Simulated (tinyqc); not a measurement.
p-n heterojunction, non-linear Poisson equation by Newton steps, Boltzmann statistics: two steps of the calculation.

One dimension, material 1 (p-type) at x < 0 and material 2 (n-type) at x > 0. Band edges: Ec = -psi in material 1 and -psi + dEc in material 2, Ev = Ec - Eg. Flat quasi-Fermi levels: 0 for holes, +V for electrons. n = Nc F((EFn - Ec)/Vt), p = Nv F((Ev - EFp)/Vt), with F(eta) = exp(eta) (Boltzmann statistics); full ionisation, no interface charge, classical densities; the doping types are chosen for the exercise.

Inputs (values chosen for the exercise); band and dielectric values close to those of In0.53Ga0.47As and InAlAs:
```
symbol    value   unit                                          meaning
T           250      K                                      temperature
Eg1       0.728     eV                           band gap of material 1
er1        13.8                     relative permittivity of material 1
Nc1     1.61e17  cm^-3  conduction-band density of states of material 1
Nv1     5.89e18  cm^-3     valence-band density of states of material 1
Eg2        1.47     eV                           band gap of material 2
er2        12.5                     relative permittivity of material 2
Nc2     3.75e17  cm^-3  conduction-band density of states of material 2
Nv2     7.68e18  cm^-3     valence-band density of states of material 2
dEc        0.51     eV                 conduction-band offset Ec2 - Ec1
N1       1.4e17  cm^-3                   acceptor density of material 1
N2       6.5e15  cm^-3                      donor density of material 2
V          0.32      V                    bias of side 1 against side 2
```

Constants: q = 1.602176634e-19 C, kB = 1.380649e-23 J/K, Vt = kB T/q, eps0 = 8.8541878128e-14 F/cm where lengths are in cm. Results are converted to the units shown.

Task 1. Offsets and end potentials. dEv = Ev1 - Ev2 = Eg2 - Eg1 - dEc. Neutrality of the majority carriers far from the junction: Nv1 F((-psi_L - Eg1)/Vt) = N1 and Nc2 F((V + psi_R - dEc)/Vt) = N2. Total bending psi_R - psi_L.

Give: dEv; psi_L; psi_R; psi_R - psi_L.

Result 1.

dEv = 0.23200 eV
psi_L = -0.64744 V
psi_R = 0.10264 V
psi_R - psi_L = 0.75008 V

The alignment is straddling (type I): dEc and dEv have the same sign.

Task 2. Check against the first integral. Exact first integral: on each side D^2/(2 eps0 er) = G, G = q [Vt (nI_j - nI_b) + Vt (pI_j - pI_b) - C (psi_j - psi_b)], with C = -N1 or +N2, b the neutral end of that side, and nI, pI the densities themselves. D is continuous, so er1 G1(psi_j) = er2 G2(psi_j) fixes psi_j. Ends from Nv1 F((-psi_L - Eg1)/Vt) = N1 and Nc2 F((V + psi_R - dEc)/Vt) = N2. D is counted positive when psi rises towards material 2.

Give: psi_j; D; psi_j - psi_L; psi_R - psi_j; Ec1 - EFn at the interface; Ec2 - EFn at the interface.

Result 2.

psi_j = -0.59961 V
D = 39.613 nC/cm^2
psi_j - psi_L = 0.047831 V
psi_R - psi_j = 0.70225 V
Ec1 - EFn at the interface = 0.27961 eV
Ec2 - EFn at the interface = 0.78961 eV

Material 2 takes 93.6 % of the bending.

tinyqc, about 0.04 s, one thread, Intel Xeon 2.30GHz (shared host): `OMP_NUM_THREADS=1 python tinyqc.py 2040131 2040132 out.jsonl`
